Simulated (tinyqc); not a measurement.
What moves the results: six-band hole subbands of a thin body in a field. A value that a table varies takes the place of the one given here.

Basis X, Y, Z times spin, hole energies counted downwards from the unstrained edge (the hydrostatic shift is left out), c = hbar^2/2m0. For a symmetric tensor T let C(T) have C_XX = L Txx + M (Tyy + Tzz), C_XY = N Txy (cyclic), L = c (g1 + 4 g2), M = c (g1 - 2 g2), N = 6 c g3. k = q + kz n, n the unit normal, q = k1 u + k2 v with u along the channel [1-10] and v = n x u. H = C(k k^T) + (Dso/3)(1 - L.sigma) - B + e F z with (L_k)_ij = -i epsilon_kij; B is the block C built from the traceless strain with 2b, -b and sqrt(3) d in place of L, M, N. Strain: exx = eyy = (s11 + s12) sx/2, ezz = s12 sx, exy = -s44 sx/4. Hard walls at z = 0 and t; basis sin(j pi z/t), j = 1 to Nz: kz^2 = (j pi/t)^2, kz = -i D with D_jl = 4 j l/(t (j^2 - l^2)), z_jj = t/2 and z_jl = -8 t j l/(pi (j^2 - l^2))^2 for j + l odd; 1 MV/cm = 0.01 eV/angstrom.

Nz = 14. E1 is the top subband at q = 0, gap the distance to the next pair, and the masses are c q^2/(E(q) - E1) at |q| = 0.02 1/angstrom (mean of the spin pair) along the channel [1-10] and across it in the plane; a dash marks a band that does not rise.

Constants: hbar^2/2m0 = 3.80998211 eV angstrom^2.

Values chosen for the exercise (near those of a p-type Ge channel; not measured data): g1 = 13.42 (Luttinger gamma1); g2 = 4.26 (gamma2); g3 = 5.67 (gamma3); Dso = 0.292 eV (spin-orbit splitting); b = -2.6 eV (tetragonal potential); d = -5.4 eV (trigonal potential); S = (9.69, -2.68, 15.17) 1/TPa (compliances s11, s12, s44); face = 111 (surface); t = 65 angstrom (body thickness); F = 0.5 MV/cm (field across the body); sx = -1.5 GPa (stress along the channel [1-10], negative in compression).

## Stress along the channel

Each row has its own sx.

Results:
```
sx (GPa)  E1 (meV)  gap (meV)  m channel  m across
-3.0          39.4      104.3      0.041     0.256
-2.0          80.9      103.9      0.045     0.191
-1.0         115.4      103.4      0.055     0.127
-0.5         128.0      103.2      0.065     0.100
0.0          136.3      103.2      0.080     0.080
0.5          139.8      103.2      0.101     0.066
1.0          138.7      103.3      0.129     0.058
```

Under 2 GPa of compression the channel mass goes from 0.080 to 0.045 m0, the mass across from 0.080 to 0.191; the gap to the next subband is 104, 103 and 103 meV at -2, 0 and +1 GPa. The lightest channel mass of the table, 0.041 m0, is at -3.0 GPa.

## Surface orientation and number of bands

Three faces, six bands; and four bands, with Dso set to 1000 eV.

Results:
```
case           E1 (meV)  gap (meV)  m channel  m across
(001) 6 bands     141.4      159.3      0.052     0.207
(001) 4 bands     154.1      161.9      0.066     0.100
(110) 6 bands      77.4       75.1      0.041     0.171
(110) 4 bands     126.7      116.3      0.052     0.102
(111) 6 bands      99.3      103.6      0.049     0.157
(111) 4 bands     115.2      103.8      0.061     0.076
```

With six bands the top subband is shallowest on (110) (77.4 meV) and deepest on (001). Without the stress E1 would be 182.2, 135.0 and 136.3 meV, so the stress moves it by -40.8, -57.6 and -37.0 meV. The lightest channel mass is on (110) (0.041 m0). Dropping the split-off band moves E1 by 12.6, 49.3 and 15.9 meV and the gap by 2.6, 41.2 and 0.1 meV on the three faces, with Dso = 292 meV.

## What each parameter does

Six bands. Each row changes one parameter from the base and keeps the others.

Results:
```
case             E1 (meV)  gap (meV)  m channel (m0)  m across (m0)
base                 99.3      103.6           0.049          0.157
t = 75 angstrom      99.2      102.1           0.050          0.160
F = 0.8 MV/cm       150.0      139.5           0.051          0.157
sx = -2 GPa          80.9      103.9           0.045          0.191
g3 = 5.27           114.6      119.3           0.048          0.138
g2 = 4.9             99.3      103.6           0.050          0.154
Dso = 0.438 eV      104.1      103.7           0.052          0.124
d = -4.32 eV        106.7      103.5           0.051          0.146
```

The largest shifts from the base row, up to three for each result and ties (the steps differ in size, so this ranks the rows, not the parameters). E1 (meV): F +50.6, sx -18.5, g3 +15.2; unchanged at the printed digits by g2. gap (meV): F +35.8, g3 +15.6, t -1.5; unchanged at the printed digits by g2. m channel (m0): sx -0.004, Dso +0.003, F +0.002, d +0.002. m across (m0): sx +0.033, Dso -0.033, g3 -0.019; unchanged at the printed digits by F.

Run: tinyqc, `OMP_NUM_THREADS=1 python tinyqc.py 1250108 1250109 out.jsonl`; Intel(R) Xeon(R) Processor @ 2.30GHz, one thread, shared host; about 0.3 s of CPU time with all checks.
